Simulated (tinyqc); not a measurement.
Hall effect and magnetoresistance of several carrier groups with constant relaxation times: one step, computed by the program tinyqc. Command: `OMP_NUM_THREADS=1 python tinyqc.py 3001036 3001037 out.jsonl hall2 walk`. One thread of a shared host (Intel(R) Xeon(R) Processor @ 2.30GHz), about 0.01 s of CPU time with the checks.

Group 1 has charge -e and group 2 charge +e; s_i is that sign. B lies along z; mu B is formed with mu in m^2/(V s).

Question. Back from four measured limits to the two groups. With z_i = s_i mu_i and w_i = s_i n_i the moments M_k = w1 z1^k + w2 z2^k are M_(-1) = (1 + MR_sat) M_0^2/M_1, M_0 = 1/(e R_strong), M_1 = sigma(0)/e, M_2 = R_weak sigma(0)^2/e. The z_i are the roots of z^2 + p z + q with M_2 + p M_1 + q M_0 = 0 and M_1 + p M_0 + q M_(-1) = 0; then w follows from M_0 and M_1. Group 1 is the faster.

Inputs (values chosen for the exercise, for a model conductor): mobility mu1 = 31000 cm^2/(V s); magnetic field B = 9.6 T.

Carriers: electrons and holes. Densities: per area (a thin layer).

R_H at strong field = -1956586 cm^2/C

sigma at B = 0 = 0.01845868 S

R_H at weak field = -1671753 cm^2/C

saturation MR = 612.5320 %

Constants: e = 1.602176634e-19 C.

Give: p and q; signed mobilities s_i mu_i; densities.

Answer.

p and q: 30000  -3.10e+07

signed mobilities s_i mu_i (cm^2/(V s)): -31000  1000

densities (1/cm^2): 3.70e+12  5.10e+11

Caution: mu B is well above 1, where Landau quantisation, left out here, shows at low temperature.
